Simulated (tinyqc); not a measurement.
What each parameter does: inter-valley coupling by envelope functions against a chain of atomic planes.

Chain: E(phi) = e0 + 2 v cos(phi) + 2 u cos(2 phi), cos(phi0) = -v/(4u), e0 = 2u + v^2/(4u); plane j = 0, 1, ... has the potential V_j = dE x_j + F (j - 30) a/4 (1 MV/m = 1e-4 V/angstrom). There are 30 barrier planes a side; with y = j - 29.5, x_j = xb (f(y) + f(Nw - y)), f(y) = 1/(1 + exp(y/L)), plus any Ge added in the well. The valley splitting is the spacing of the two lowest levels. Envelope theory: F_j solves a one-valley chain with hopping -b and diagonal 2b + V_j, b = 4u sin^2(phi0), sum F_j^2 = 1; the valleys couple by Dv = sum_j F_j^2 V_j exp(-2 i phi0 j) and split by 2|Dv|.

Parameters, chosen for this exercise (near those of the Delta valleys of silicon in a SiGe well; shifted at random, so the results belong to these values and not to a real crystal):

| symbol | value | unit | meaning |
|---|---|---|---|
| a | 5.431 | angstrom | lattice constant; planes lie a/4 apart |
| u | 0.603 | eV | second-neighbour hopping |
| v | 0.523 | eV | nearest hopping |
| Nw | 45 |  | planes in the well |
| L | 1.25 | planes | interface width |
| xb | 0.32 |  | Ge fraction of the barriers |
| dE | 0.53 | eV | offset per unit Ge fraction |
| F | 8 | MV/m | field |
| js | 65 |  | plane j of a Ge spike (the well starts at j = 30) |
| xs | 0.06 |  | Ge fraction added on that plane |

Chain with the spike on plane js.

Results for these values:

| case | level (meV) | splitting (micro-eV) |
|---|---|---|
| base | 29.366 | 271.5 |

What happens to each result for L = 1.75 planes, all else kept?

Answer: level rises from 29.366 to 30.330; splitting rises from 271.5 to 286.9.

The same for each parameter in turn:

| case | level (meV) | splitting (micro-eV) |
|---|---|---|
| base | 29.366 | 271.5 |
| Nw = 51 | 29.180 | 320.8 |
| L = 1.75 planes | 30.330 | 286.9 |
| xb = 0.37 | 29.804 | 283.2 |
| dE = 0.583 eV | 29.668 | 303.4 |
| F = 10 MV/m | 33.430 | 187.3 |
| js = 68 | 29.299 | 136.8 |
| xs = 0.078 | 29.400 | 340.2 |

Computed by tinyqc, a small Python program: `OMP_NUM_THREADS=1 python tinyqc.py 1481128 1481129 out.jsonl` (the numbers bound the seed that draws the inputs); one thread of a shared host (Intel(R) Xeon(R) Processor @ 2.30GHz), about 0.05 s for the whole set of steps.
